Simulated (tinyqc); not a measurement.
## Thin-film transistor with exponential tail and deep states, accumulation layer: effect of the temperature

An undoped film in accumulation, thicker than the space-charge layer. With band bending psi the Fermi level lies E0 - psi below the band edge. Free electrons n = n0 exp(psi/Vt) carry the current; electrons in two exponential distributions of traps, a = a0 exp(psi/Va) and d = d0 exp(psi/Vp), do not. Linear regime, ohmic contacts, traps in equilibrium.

Va = kB Tt/q, Vp = kB Td/q; n0 = Nc exp(-E0/Vt), a0 = Nt th(T/Tt) exp(-E0/Va), d0 = Nd th(T/Td) exp(-E0/Vp), th(x) = pi x/sin(pi x). G(psi) = sum over the three kinds of c0 [V (exp(psi/V) - 1) - psi], field F = sqrt(2 q G/(eps0 eps_r)); Vg = psi + eps0 eps_r F/Ci at the surface. Total charge Q = Ci (Vg - psi_s); free charge Qf = q times the integral of n0 (exp(psi/Vt) - 1)/F over psi from 0 to psi_s; I = (W/L) mb Qf Vd; effective mobility mb Qf/Q. Nc, E0 and mb are held fixed.

Parameters, values chosen for the exercise; values close to those of amorphous silicon:
```
symbol,value,unit,meaning
eps_r,11.8,,relative permittivity of the semiconductor
Nc,6e19,cm^-3,density of extended states
mb,12,cm^2/(V s),band mobility
Nt,5.6e19,cm^-3,total density of tail states
Tt,320,K,characteristic temperature of the tail
Nd,5.5e17,cm^-3,total density of deep states
Td,1060,K,characteristic temperature of the deep states
E0,0.6,eV,bulk Fermi level below the band edge
Ci,60,nF/cm^2,gate capacitance
WL,5,,ratio W/L
Vd,0.05,V,drain voltage
Vg,4.1,V,gate voltage above flat band
```

Constants: q = 1.602176634e-19 C, kB = 1.380649e-23 J/K, Vt = kB T/q, eps0 = 8.8541878128e-14 F/cm where lengths are in cm. Results are converted to the units shown.

Results:

| T (K) | E0 - psi_s (eV) | Q (nC/cm^2) | free share (%) | effective mobility (cm^2/(V s)) | I (nA) |
|---|---|---|---|---|---|
| 160 | 0.08387 | 215.0 | 0.8699 | 0.1044 | 5.612 |
| 180 | 0.08774 | 215.3 | 1.547 | 0.1856 | 9.988 |
| 200 | 0.09241 | 215.5 | 2.385 | 0.2861 | 15.42 |
| 220 | 0.09800 | 215.9 | 3.284 | 0.3941 | 21.27 |
| 240 | 0.1048 | 216.3 | 4.100 | 0.4920 | 26.61 |
| 260 | 0.1134 | 216.8 | 4.630 | 0.5556 | 30.11 |
| 300 | 0.1441 | 218.6 | 3.445 | 0.4134 | 22.60 |

Estimate the missing row, T = 280 K.

Computed row:

| T (K) | E0 - psi_s (eV) | Q (nC/cm^2) | free share (%) | effective mobility (cm^2/(V s)) | I (nA) |
|---|---|---|---|---|---|
| 280 | 0.1250 | 217.5 | 4.578 | 0.5493 | 29.87 |

With this row back in the table: As T goes from 160 to 300 K, the free share goes from 0.870 through a maximum of 4.63 (at T = 260 K among the rows listed) to 3.44 %, the distance of the Fermi level from the edge rises from 0.0839 to 0.144 eV and the current goes from 5.61 through a maximum of 30.1 (at T = 260 K among the rows listed) to 22.6 nA. The apparent activation energy between the first two rows is 0.0715 eV, against E0 - psi_s = 0.0839 eV there. For T = 280 to 300 K T is close to Tt, where the factor th overstates the trapped charge. For T = 220 to 300 K the th form, which assumes a Fermi level far below the edge, overcounts the filled tail at the surface by more than 15 %.

Program tinyqc, `OMP_NUM_THREADS=1 python tinyqc.py 2610066 2610067 out.jsonl`; Intel Xeon 2.30GHz, shared host, one thread, about 0.01 s.
